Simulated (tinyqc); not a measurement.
# Thermal resistances of a two-die stack

Problem. Heat leaves through the lower die only, and the system is linear. Find the resistance R1 from the lower die to the coolant, R2 between the dies, and the rise of the upper die when both are powered.

Parameters, values chosen for the exercise:
- P1 = 43 W (power of the lower die)
- P2 = 25 W (power of the upper die)

rises of the lower and upper die with only the lower one powered (K): [29.67, 29.67]
rises of the lower and upper die with only the upper one powered (K): [17.25, 29.5]

Answer. With only the lower die powered no heat crosses R2, so both dies rise by P1 R1; the difference in the second test is P2 R2; rises add.

R1 = 0.6900 K/W
R2 = 0.4900 K/W
rise of the upper die = 59.17 K

Numbers from tinyqc (`OMP_NUM_THREADS=1 python tinyqc.py 2162065 2162066 out.jsonl`; about 0.04 s on one thread of a shared Intel Xeon 2.30GHz).
